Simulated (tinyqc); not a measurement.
Worked calculation: Pariser-Parr-Pople SCF with singles CI, for the molecule [CH2+]c1ccccc1 (SMILES; centres numbered as the heavy atoms are written). One step of it, computed by the program tinyqc.

Task: Iteration 2: orbitals and new P. Diagonalise F (the basis is taken as orthonormal) and form P = 2 sum c c over the lowest orbitals.

F (eV):
```
,1C,2C,3C,4C,5C,6C,7C
1C,-10.023627,-4.432030,-0.536638,0.149212,0.312849,0.149212,-0.536638
2C,-4.432030,-12.903857,-4.409415,0.127140,0.627862,0.127140,-4.409415
3C,-0.536638,-4.409415,-10.389207,-5.068143,-0.447162,0.664643,0.573007
4C,0.149212,0.127140,-5.068143,-10.257087,-4.781550,-0.168828,0.664643
5C,0.312849,0.627862,-0.447162,-4.781550,-9.761988,-4.781550,-0.447162
6C,0.149212,0.127140,0.664643,-0.168828,-4.781550,-10.257087,-5.068143
7C,-0.536638,-4.409415,0.573007,0.664643,-0.447162,-5.068143,-10.389207
```

pi electrons, sum of z_r less the charge = 6

Give: orbital energies; P after iteration 2.

Result:

orbital energies (eV): -20.362  -17.260  -16.275  -8.946  -4.776  -4.750  -1.614

P after iteration 2:
```
,1C,2C,3C,4C,5C,6C,7C
1C,0.374,0.647,0.237,-0.105,-0.234,-0.105,0.237
2C,0.647,1.166,0.500,-0.032,-0.230,-0.032,0.500
3C,0.237,0.500,0.858,0.717,0.184,-0.280,-0.218
4C,-0.105,-0.032,0.717,0.972,0.626,0.048,-0.280
5C,-0.234,-0.230,0.184,0.626,0.801,0.626,0.184
6C,-0.105,-0.032,-0.280,0.048,0.626,0.972,0.717
7C,0.237,0.500,-0.218,-0.280,0.184,0.717,0.858
```
